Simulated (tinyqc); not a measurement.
Thin film between two gates, subbands and threshold shift from confinement: two steps of the calculation.

Undoped body with a flat potential across it, hard walls, transport along x. One isotropic valley (g = 1, mx = my = mz = me). Non-parabolicity enters the subband edges through E (1 + al E) = gamma, so E = 2 gamma/(1 + sqrt(1 + 4 al gamma)); motion within a subband is taken as parabolic with the band-edge mass. Energies are counted from the bulk band edge.

Values chosen for this exercise; masses close to those of In0.53Ga0.47As:
- T = 77 K (temperature)
- me = 0.0405 m0 (mass at the band edge)
- al = 1.1 1/eV (non-parabolicity)
- t = 9.9 nm (film thickness (along z))
- dl = 0 nm (widening of the box by penetration into the insulator)

Constants: q = 1.602176634e-19 C, kB = 1.380649e-23 J/K, hbar = 1.054571817e-34 J s, m0 = 9.1093837015e-31 kg, Vt = kB T/q, hbar^2/(2 m0) = 0.0380998212 eV nm^2. Results are converted to the units shown.

Task 1. Lowest subbands. gamma = C (pi k/(t + dl))^2/mz, C = hbar^2/(2 m0). List the 5 lowest, labelled by quantum numbers, with degeneracy g and N_k: N_k = g sqrt(mx my) m0 kB T/(pi hbar^2).

Give: E_k; g; N_k.

Result 1.

```
subband  E_k (eV)  g  N_k (cm^-2)
1         0.08650  1     1.123e11
2          0.2878  1     1.123e11
3          0.5363  1     1.123e11
4          0.8042  1     1.123e11
5           1.082  1     1.123e11
```

Task 2. Threshold shift. Each subband has N_k = g sqrt(mx my) m0 kB T/(pi hbar^2); without degeneracy n = exp(EF/Vt) sum N_k exp(-E_k/Vt). Classical value Nc times t, Nc = sum over valleys of 2 g (m m0 kB T/(2 pi hbar^2))^1.5 with m = (mx my mz)^(1/3). Threshold shift dVT = Vt ln(classical value/sum N_k exp(-E_k/Vt)). Use the subbands listed.

```
subband     E_k (eV)   N_k (cm^-2)
1        0.086501384  1.1225762e11
2         0.28781027  1.1225762e11
3         0.53625855  1.1225762e11
4         0.80423704  1.1225762e11
5          1.0815582  1.1225762e11
```

Give: shares; sum N_k exp(-E_k/Vt); Nc; classical value; dVT.

Result 2.

shares, subband 1 to 5 (%): 100.00  0.00  0.00  0.00  0.00
sum N_k exp(-E_k/Vt) = 2.4466e5 cm^-2
Nc = 2.6596e16 cm^-3
classical value = 2.6330e10 cm^-2
dVT = 76.879 mV

Range of the model: Non-parabolicity also makes carriers heavier within each subband, which is left out, so densities of states are understated at high energy.

tinyqc, about 0.04 s, one thread, Intel Xeon 2.30GHz (shared host): `OMP_NUM_THREADS=1 python tinyqc.py 2350143 2350144 out.jsonl`
